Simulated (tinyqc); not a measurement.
FinFET, parasitic resistance, capacitance and delay: two steps of the calculation.

Nf fins under one contact; each has gated perimeter p = 2 Hf + Wf and cross-section A = Hf Wf; contact width Wc = Nf pf, stack height Hs = Hf. Contact length Lc = CPP - Lg - 2 Lsp, shared by two neighbouring gates. Source and drain sides are equal. The formulas are first-order estimates, not field solutions.

Values chosen for this exercise; values close to those of silicon logic devices: number of fins Nf = 1; fin height Hf = 50 nm; fin width Wf = 8 nm; fin pitch pf = 34 nm; contacted gate pitch CPP = 45 nm; gate length Lg = 12 nm; spacer length Lsp = 8 nm; contact resistivity rc = 1.5e-9 ohm cm^2; resistivity of the source-drain epitaxy re = 0.00028 ohm cm; current-carrying depth of the epitaxy te = 20 nm; resistivity of the extension rx = 0.00077 ohm cm; supply voltage Vdd = 0.8 V.

Task 1. Geometry and resistances. Epitaxy sheet resistance Rsh = re/te, transfer length LT = sqrt(rc/Rsh), contact Rc = [sqrt(rc Rsh)/Wc] coth(Lc/(2 LT)); extension of one fin Rx = rx Lsp/A. Effective width N p; for equal currents one side has Rc + Rx/N.

Wanted: Lc; effective width; Rsh; LT; Rc; Rx; one side times effective width.

Result 1.

Lc = 17.00 nm
effective width = 108.0 nm
Rsh = 140.0 ohm
LT = 32.73 nm
Rc = 530.6 ohm
Rx = 154.0 ohm
one side times effective width = 73.94 ohm um

Task 2. Effective current, delay and energy. Ieff = (IH + IL)/2, delay CL Vdd/(2 Ieff), energy CL Vdd^2, with CL the load of an inverter that drives an equal one.

IH = I(Vdd, Vdd/2) = 186.46422 uA
IL = I(Vdd/2, Vdd), solved likewise = 52.915290 uA
CL = 530.61978 aF

Give: Ieff; delay; energy.

Result 2.

Ieff = 119.7 uA
delay = 1.773 ps
energy = 339.6 aJ

tinyqc, about 0.04 s, one thread, Intel Xeon 2.30GHz (shared host): `OMP_NUM_THREADS=1 python tinyqc.py 2170159 2170160 out.jsonl`
